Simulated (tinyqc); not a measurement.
Tension along [110]: repopulation and mass change: two-band k.p model of the Delta valleys near the X point under shear strain.

Valley pair on the [001] axis, kz counted from the X point, c = hbar^2/2m0, k0 = kx0 2 pi/a. H = (c kz^2/ml + c (kx^2 + ky^2)/mt + c k0^2/ml) 1 + (2 c k0 kz/ml) sigma_z + (D exy - 2 c kx ky/Mp) sigma_x, so E = c kz^2/ml + c (kx^2 + ky^2)/mt + c k0^2/ml -/+ sqrt((2 c k0 kz/ml)^2 + (D exy - 2 c kx ky/Mp)^2). Without strain the lower band has its minima, E = 0, at kz = +/- k0. Shifts from diagonal strain are left out.

For |eta| < 1: k_min = k0 sqrt(1 - eta^2), E_min = -Delta eta^2/2, ml(eta) = ml/(1 - eta^2), 1/m[110] = 1/mt + eta/Mp, 1/m[1-10] = 1/mt - eta/Mp. For |eta| > 1 the minimum sits at X: E_min = -Delta (2 |eta| - 1)/2, ml(eta) = ml/(1 - 1/|eta|), and eta is replaced by its sign in the transverse masses. Here Delta = 2 c k0^2/ml and eta = D exy/Delta.

s11 = (C11 + C12)/((C11 - C12)(C11 + 2 C12)), s12 = -C12/((C11 - C12)(C11 + 2 C12)), s44 = 1/C44; exx = s11 sxx + s12 (syy + szz) and cyclic, exy = s44 sxy/2; tension is positive. A uniaxial stress X along the unit vector n is s_ij = X n_i n_j.

Constants: hbar^2/2m0 = 3.80998211 eV angstrom^2; kB = 8.617333262e-05 eV/K.

Values chosen for the exercise (near those of Si; shifted at random, so the results belong to these values and not to a real crystal):
- a = 5.423 angstrom (lattice constant)
- ml = 0.941 m0 (longitudinal mass)
- mt = 0.197 m0 (transverse mass)
- kx0 = 0.153 2 pi/a (distance of the minimum from X)
- D = 14.2 eV (shear deformation potential)
- Mp = 0.235 m0 (coupling mass)
- C11 = 162.8 GPa
- C12 = 63.7 GPa
- C44 = 79.9 GPa
- Xu = 9.56 eV (uniaxial potential)
- T = 350 K (temperature)

The z valleys move against the x and y valleys by Xu (ezz - exx) and, through the shear, by E_min. Share of the z valleys n = w/(w + 2 exp(dE/kT)), dE the total relative shift, w = sqrt(ml(eta) m[110] m[1-10]/(ml mt^2)). Along [110]: 1/m_c = n/m[110] + (1 - n)(1/ml + 1/mt)/2. Fixed masses means E_min = 0, w = 1, m[110] = mt. Gains are against 3/(1/ml + 2/mt) at a fixed scattering time.

Results:
```
X (GPa)  Xu (ezz - exx) (meV)  E_min (meV)  m[110]  m_c fixed masses  m_c with shear  gain fixed (%)  gain with shear (%)
0.00                      0.0          0.0  0.1970            0.2675          0.2675             0.0                  0.0
0.25                    -12.1         -0.2  0.1900            0.2547          0.2493             5.0                  7.3
0.50                    -24.1         -1.0  0.1836            0.2424          0.2302            10.4                 16.2
1.00                    -48.2         -3.9  0.1718            0.2223          0.1956            20.3                 36.7
1.50                    -72.4         -8.7  0.1615            0.2097          0.1713            27.5                 56.1
2.00                    -96.5        -15.5  0.1524            0.2031          0.1559            31.7                 71.6
3.00                   -144.7        -34.9  0.1369            0.1983          0.1372            34.9                 95.0
```

At 1 GPa repopulation alone gives 20.3 % and the shear terms raise it to 36.7 %. From 2 to 3 GPa the fixed-mass gain grows by 3.2 points, towards its ceiling of 35.8 % when all electrons sit in the z valleys, whereas the gain with shear grows by 23.3 points because m[110] keeps falling.

(tinyqc, `OMP_NUM_THREADS=1 python tinyqc.py 1050470 1050471 out.jsonl`, Intel(R) Xeon(R) Processor @ 2.30GHz, 1 thread, shared host, about 0.01 s.)
